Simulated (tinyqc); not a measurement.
Sp3 tight binding, zinc-blende lattice, step by step. Computed by tinyqc, a small Python program that keeps every step. Command: `OMP_NUM_THREADS=1 python tinyqc.py 30952 30953 out.jsonl` (the two numbers bound the seeds that draw the settings). One thread of a shared host (Intel(R) Xeon(R) Processor @ 2.60GHz), about 0.01 s of CPU time with the checks.

## Bloch Hamiltonian at k

Parameters chosen for this model: zinc-blende lattice, anion at 0, cation at a/4 (1,1,1); V = eta hbar^2 / (m d^2), hbar^2/m = 7.619964 eV angstrom^2:
```
parameter          value      unit
a               6.530000  angstrom
d               2.827573  angstrom
Es anion      -16.000000        eV
Ep anion       -6.270000        eV
Es cation     -16.000000        eV
Ep cation      -6.270000        eV
eta ss         -1.320000
eta sp          1.420000
eta pp sigma    2.220000
eta pp pi      -0.630000
V ss           -1.258054        eV
V sp            1.353361        eV
V pp sigma      2.115818        eV
V pp pi        -0.600435        eV
```

k point k (2 pi / a): [0.4700, -0.2900, 0.4600]

Slater-Koster rules over the four bonds with direction cosines (l, m, n): ss V_ss; s-px l V_sp; px-s -l V_sp; px-px l^2 V_pps + (1 - l^2) V_ppp; px-py l m (V_pps - V_ppp); each times exp(i k.d).

H(k) at k (eV), order a s, a px, a py, a pz, c s, c px, c py, c pz:
$$\begin{pmatrix}
-16.0000 & 0.0000 & 0.0000 & 0.0000 & -2.5072-0.9853i & 0.6726+1.4169i & -1.2492-0.7629i & 0.6942+1.3729i \\
0.0000 & -6.2700 & 0.0000 & 0.0000 & -0.6726-1.4169i & 0.6078+0.2389i & 0.8044+1.5908i & -1.4475-0.8840i \\
0.0000 & 0.0000 & -6.2700 & 0.0000 & 1.2492+0.7629i & 0.8044+1.5908i & 0.6078+0.2389i & 0.7793+1.6419i \\
0.0000 & 0.0000 & 0.0000 & -6.2700 & -0.6942-1.3729i & -1.4475-0.8840i & 0.7793+1.6419i & 0.6078+0.2389i \\
-2.5072+0.9853i & -0.6726+1.4169i & 1.2492-0.7629i & -0.6942+1.3729i & -16.0000 & 0.0000 & 0.0000 & 0.0000 \\
0.6726-1.4169i & 0.6078-0.2389i & 0.8044-1.5908i & -1.4475+0.8840i & 0.0000 & -6.2700 & 0.0000 & 0.0000 \\
-1.2492+0.7629i & 0.8044-1.5908i & 0.6078-0.2389i & 0.7793-1.6419i & 0.0000 & 0.0000 & -6.2700 & 0.0000 \\
0.6942-1.3729i & -1.4475+0.8840i & 0.7793-1.6419i & 0.6078-0.2389i & 0.0000 & 0.0000 & 0.0000 & -6.2700
\end{pmatrix}$$

## Levels at k

Diagonalise the Hermitian matrix.

eigenvalues (eV): [-19.1546, -14.5236, -9.0760, -8.6133, -7.5391, -3.9410, -3.9143, -2.8581]

weights |c|^2 of the basis functions, order a s, a px, a py, a pz, c s, c px, c py, c pz:
$$\begin{pmatrix}
0.4850 & 0.4112 & 0.0129 & 0.0000 & 0.0759 & 0.0026 & 0.0022 & 0.0101 \\
0.0057 & 0.0293 & 0.1071 & 0.2390 & 0.1194 & 0.3303 & 0.0181 & 0.1511 \\
0.0039 & 0.0307 & 0.2766 & 0.0005 & 0.2021 & 0.1473 & 0.1534 & 0.1855 \\
0.0054 & 0.0288 & 0.1033 & 0.2604 & 0.1026 & 0.0198 & 0.3263 & 0.1533 \\
0.4850 & 0.4112 & 0.0129 & 0.0000 & 0.0759 & 0.0026 & 0.0022 & 0.0101 \\
0.0057 & 0.0293 & 0.1071 & 0.2390 & 0.1194 & 0.3303 & 0.0181 & 0.1511 \\
0.0039 & 0.0307 & 0.2766 & 0.0005 & 0.2021 & 0.1473 & 0.1534 & 0.1855 \\
0.0054 & 0.0288 & 0.1033 & 0.2604 & 0.1026 & 0.0198 & 0.3263 & 0.1533
\end{pmatrix}$$

## Bloch Hamiltonian at X

k point X (2 pi / a): [1, 0, 0]

As before.

H(k) at X (eV), order a s, a px, a py, a pz, c s, c px, c py, c pz:
$$\begin{pmatrix}
-16.0000 & 0.0000 & 0.0000 & 0.0000 & 0.0000 & 0.0000+3.1255i & 0.0000 & 0.0000 \\
0.0000 & -6.2700 & 0.0000 & 0.0000 & 0.0000-3.1255i & 0.0000 & 0.0000 & 0.0000 \\
0.0000 & 0.0000 & -6.2700 & 0.0000 & 0.0000 & 0.0000 & 0.0000 & 0.0000+3.6217i \\
0.0000 & 0.0000 & 0.0000 & -6.2700 & 0.0000 & 0.0000 & 0.0000+3.6217i & 0.0000 \\
0.0000 & 0.0000+3.1255i & 0.0000 & 0.0000 & -16.0000 & 0.0000 & 0.0000 & 0.0000 \\
0.0000-3.1255i & 0.0000 & 0.0000 & 0.0000 & 0.0000 & -6.2700 & 0.0000 & 0.0000 \\
0.0000 & 0.0000 & 0.0000 & 0.0000-3.6217i & 0.0000 & 0.0000 & -6.2700 & 0.0000 \\
0.0000 & 0.0000 & 0.0000-3.6217i & 0.0000 & 0.0000 & 0.0000 & 0.0000 & -6.2700
\end{pmatrix}$$

## Levels at X

As before.

eigenvalues (eV): [-16.9174, -16.9174, -9.8917, -9.8917, -5.3526, -5.3526, -2.6483, -2.6483]

## Bands along a path

The same steps at evenly spaced points between the labelled ones.

Bands along the path (eV):
```
k           band 1    band 2   band 3   band 4   band 5   band 6   band 7   band 8
L         -18.9820  -14.8093  -8.6908  -8.6908  -7.9563  -3.8492  -3.8492  -2.7924
L-G 0.20  -19.2827  -14.3791  -8.6030  -8.6030  -7.9259  -3.9370  -3.9370  -2.9524
L-G 0.40  -19.9026  -13.3903  -8.3556  -8.3556  -7.8409  -4.1844  -4.1844  -3.4063
L-G 0.60  -20.4936  -12.2657  -8.0017  -8.0017  -7.7157  -4.5383  -4.5383  -4.0651
L-G 0.80  -20.8927  -11.3408  -7.6505  -7.6505  -7.5716  -4.8895  -4.8895  -4.7349
G         -21.0322  -10.9678  -7.4899  -7.4899  -7.4899  -5.0501  -5.0501  -5.0501
G-X 0.20  -20.8452  -11.4463  -7.8820  -7.8820  -7.1980  -5.0505  -4.6580  -4.6580
G-X 0.40  -20.2959  -12.5647  -8.6164  -8.6164  -6.6211  -5.0583  -3.9236  -3.9236
G-X 0.60  -19.4190  -13.9592  -9.2865  -9.2865  -6.0700  -5.0918  -3.2535  -3.2535
G-X 0.80  -18.2690  -15.4488  -9.7350  -9.7350  -5.6431  -5.1791  -2.8050  -2.8050
X         -16.9174  -16.9174  -9.8917  -9.8917  -5.3526  -5.3526  -2.6483  -2.6483
X-W 0.20  -16.9174  -16.9174  -9.8917  -9.8917  -5.3526  -5.3526  -2.6483  -2.6483
X-W 0.40  -16.9174  -16.9174  -9.8917  -9.8917  -5.3526  -5.3526  -2.6483  -2.6483
X-W 0.60  -16.9174  -16.9174  -9.8917  -9.8917  -5.3526  -5.3526  -2.6483  -2.6483
X-W 0.80  -16.9174  -16.9174  -9.8917  -9.8917  -5.3526  -5.3526  -2.6483  -2.6483
W         -16.9174  -16.9174  -9.8917  -9.8917  -5.3526  -5.3526  -2.6483  -2.6483
```

With 4 band(s) filled, the highest filled level on these points lies at G and the lowest empty one at L: the bands touch or overlap, so there is no gap.
